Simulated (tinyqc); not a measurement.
Worked calculation: nanosheet or nanowire with hard walls, valleys of the Ge type. Values are carried at full precision from step to step, so a last printed digit may differ when a step is redone from the rounded ones.

Four ellipsoidal valleys along <111>: inverse mass tensor w = 1/mt + (1/ml - 1/mt) a a^T with a the unit axis. Device axes: x along the channel, z = [001], y = z x x. The Gamma and Delta valleys are left out; the heavy Delta valleys, about 0.18 eV up, lie lowest once the L levels pass about 0.2 eV.

Constants: hbar^2/2m0 = 3.80998211 eV angstrom^2; hbar = 6.58211957e-16 eV s; e^2/h = 3.874045865e-05 S; kB = 8.617333262e-05 eV/K.

Inputs chosen for the exercise (near those of Ge; shifted at random, so the results belong to these values and not to a real crystal):
```
symbol   value  unit      meaning
ml       1.586  m0        longitudinal mass
mt       0.083  m0        transverse mass
channel  110              transport direction x on a (001) wafer
W        100    angstrom  width, along y
H        40     angstrom  height, along z = [001]
dE       0.224  eV        EF above the lowest subband edge
T        300    K         temperature
g_all    4                number of valleys
```

## Valley masses for a [110] channel

Rotate w into the device axes and group equal valleys (|w_yz| counts); order by w_zz, then w_yy. 1/m_x = w_xx - w_xc w_c^-1 w_cx with c the block (y, z).

Valleys:
```
group  valleys g     w_yy    w_zz  |w_yz|  m_x (m0)
A              2   4.4364  8.2423  5.3823    0.0830
B              2  12.0482  8.2423  0.0000    1.0850
```

The lightest transport mass, 0.083 m0, belongs to group A.

## One-dimensional subbands

Hard walls around a W x H rectangle. The block w_c of w in (y, z) confines; the transport mass follows from 1/m_x = w_xx - w_xc w_c^-1 w_cx. The cross-section problem c (w_yy ky^2 + 2 w_yz ky kz + w_zz kz^2), c = hbar^2/2m0, is solved in products sin(n pi y/W) sin(l pi z/H), n, l = 1 to 12; if w_yz = 0 the levels are c pi^2 (w_yy n^2/W^2 + w_zz l^2/H^2). The w_yz term couples (n, l) to (n', l') by -2 c w_yz D_nn'(W) D_ll'(H) with D_nm(L) = 4 n m/(L (n^2 - m^2)) for n + m odd and 0 otherwise.

The ten lowest levels of all groups together, numbered within each group.

Subbands:
```
label  valleys g  m_x (m0)  E (eV)
A1             2    0.0830  0.1983
A2             2    0.0830  0.2119
A3             2    0.0830  0.2345
B1             2    1.0850  0.2390
A4             2    0.0830  0.2657
A5             2    0.0830  0.3049
A6             2    0.0830  0.3516
B2             2    1.0850  0.3749
A7             2    0.0830  0.4047
A8             2    0.0830  0.4641
```

The lowest subband is A1; the number of further ones in the list within kB T = 25.9 meV of it at 300 K is 1.

## Modes, density and velocity at zero temperature

With EF = E_lowest + dE, each subband below EF has k_F = sqrt(m_x (EF - E)/c), carries n = 2 g k_F/pi electrons per length (spin included), moves at v = 2 c k_F/(hbar m_x) and adds 2 g e^2/h to the ballistic conductance; c = hbar^2/2m0, 1 angstrom/s = 1e-8 cm/s.

Occupied subbands:
```
label  k_F (1/angstrom)  n (1/nm)  v (1e7 cm/s)
A1               0.0699     0.889          9.74
A2               0.0677     0.862          9.44
A3               0.0640     0.814          8.92
B1               0.2285     2.909          2.44
A4               0.0584     0.744          8.15
A5               0.0506     0.644          7.05
A6               0.0392     0.500          5.47
B2               0.1161     1.479          1.24
A7               0.0196     0.249          2.73
```

total n = 9.089 1/nm
ballistic conductance = 1394.7 microsiemens

EF lies below the last listed level, so the count is complete for these valleys (other families, and non-parabolicity above about 0.2 eV, are left out): 9 subbands with 18 valley modes. The Fermi velocity, averaged with the densities as weights, is 5.17 x 1e7 cm/s; the mean over all filled states moving one way is half of it.

## Threshold shift from confinement

Without degeneracy the line density is N1 exp((EF - Ec)/kB T) with N1 = sum 2 g sqrt(m_x kB T/(4 pi c)) exp(-E/kB T), here over n, l up to 80 where w_yz = 0 and over all levels of a 12 x 12 sine basis otherwise; the classical value is W H Nc with Nc = 2 g_all (m_dos kB T/(4 pi c))^(3/2), m_dos = (ml mt^2)^(1/3); dVt = kB T ln(W H Nc/N1).

Form N1, W H Nc and dVt.

N1 = 0.0003350 1/nm
W H Nc = 0.4197 1/nm
dVt = 184.4 mV

## Checks

- Lowest level of group A on a 40 x 40 difference grid against the sine basis, eV: both 0.198.

Computed by tinyqc, a small Python program: `OMP_NUM_THREADS=1 python tinyqc.py 1250052 1250053 out.jsonl` (the numbers bound the seed that draws the inputs); one thread of a shared host (Intel(R) Xeon(R) Processor @ 2.30GHz), about 0.2 s for the whole set of steps.
